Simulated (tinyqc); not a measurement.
RKS/B3LYP (VWN-RPA form) in the 6-311g basis, for He, spin multiplicity 1, step by step. One step of it, computed by the program tinyqc.

Task: Iteration 2: diagonalisation and new density. Diagonalise F' = X^T F X, C = X C', fill 1 alpha and 1 beta electrons from the bottom; D = 2 C_occ C_occ^T. Each column has its largest component positive (the first on a tie).

extrapolated F (hartree), lower triangle:
```
           1He 1s     1He 2s     1He 3s
1He 1s   0.834726
1He 2s  -1.581309  -0.988948
1He 3s  -1.117952  -0.769419  -0.414201
```

X, lower triangle:
```
           1He 1s     1He 2s    1He 3s
1He 1s   1.316564
1He 2s  -0.645914   1.855498
1He 3s   0.150682  -0.771405  1.436671
```

Give: F' = X^T F X; orbital energies; coefficients C; D after iteration 2.

Result:

F' = X^T F X (hartree), lower triangle:
```
         1        2       3
1   3.4205
2  -3.3534   1.5759
3   0.0065  -0.7783  0.1646
```

orbital energies (hartree): MO1 -1.2527, MO2 0.3983, MO3 6.0154

coefficients C:
```
           MO1      MO2      MO3
1He 1s  0.2824  -0.0903  -1.4441
1He 2s  0.7217  -1.0153   1.7039
1He 3s  0.0897   1.4744  -0.7070
```

D after iteration 2, lower triangle:
```
        1He 1s  1He 2s  1He 3s
1He 1s  0.1595
1He 2s  0.4076  1.0418
1He 3s  0.0507  0.1295  0.0161
```
